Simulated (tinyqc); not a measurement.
Inside a calculation: quasiparticle equation with a plasmon-pole self-energy for two band edges. Values are carried at full precision from step to step, so a last printed digit may differ when a step is redone from the rounded ones.

For each edge E = e + X + Sc(E), with the correlation part Sc(E) = A[0]/(E - a + w) + A[1]/(E - b - w); a and b are the valence and conduction energies that enter the Green function (a = ev, b = ec in the one-shot scheme). Z = 1/(1 - dSc/dE), dSc/dE = -A[0]/(E - a + w)^2 - A[1]/(E - b - w)^2.

Values chosen for the exercise (scales of the order of those of Ge; the results hold for these values, not for the real material): ev = 0 eV (mean-field valence top); ec = 0.1 eV (mean-field conduction edge); w = 14.3 eV (pole energy); Av = (26.8, 14.2) eV^2 (weights of the valence state on the hole and electron poles); Ac = (14.7, 28.9) eV^2 (the same for the conduction state); Xv = -1.2 eV (exchange minus the mean-field potential, valence); Xc = 1.43 eV (the same, conduction).

## Linearised one-shot correction

Evaluate Sc and its slope at the mean-field energy; E = e + Z (X + Sc).

Terms:
```
edge        Sc (eV)   dSc/dE       Z  X + Sc (eV)   E (eV)
valence      0.8880  -0.1995  0.8337      -0.3120  -0.2601
conduction  -1.0001  -0.2122  0.8249       0.4299   0.4546
```

gap = 0.7147 eV
gap with Z = 1 = 0.8418 eV

The gap opens by 0.615 eV, 42 % of it by lowering the valence top. Setting Z = 1 would overshoot by 0.127 eV. X and Sc have opposite signs and are each larger than the sum they leave, so both must be converged well.

## Solving the equation for the conduction edge

Newton steps on f(E) = E - ec - Xc - Sc(E) from E = ec; the first step is the linearised result.

Iterates:
```
step   E (eV)   Sc (eV)     f (eV)
0     0.10000  -1.00015  -0.429854
1     0.45460  -1.07607   0.000670
2     0.45405  -1.07595   0.000000
3     0.45405  -1.07595   0.000000
```

The linearisation errs by +0.6 meV, as the shift is only 0.025 of the pole energy.

## All solutions for the valence state

Multiplying out gives a cubic; give its three roots and their weights Z.

roots (eV): -16.150  -0.260  15.310

weights: 0.1131  0.8319  0.0550

The weights add up to 1. The satellite below lies 15.89 eV from the main peak, 11 % more than w: this scheme places plasmon satellites too far out, and gives one where a cumulant form gives a series.

## Updating the energies in the Green function

Solve both equations exactly, put the results in place of a and b, and repeat five times; w is kept.

Cycles (eV):
```
cycle       Ev      Ec     gap
1      -0.2598  0.4541  0.7139
2      -0.2697  0.4823  0.7520
3      -0.2693  0.4851  0.7544
4      -0.2692  0.4854  0.7546
5      -0.2691  0.4855  0.7546
```

The update moves the gap by +41 meV from the one-shot value; each cycle shrinks the change to about 0.06 of the one before.

## Checks

- Sum of the weights of the three roots: both 1.000000.
- Newton result against the root by bisection (eV): both 0.45405.

(tinyqc, `OMP_NUM_THREADS=1 python tinyqc.py 1881290 1881291 out.jsonl`, Intel(R) Xeon(R) Processor @ 2.30GHz, 1 thread, shared host, about 0.02 s.)
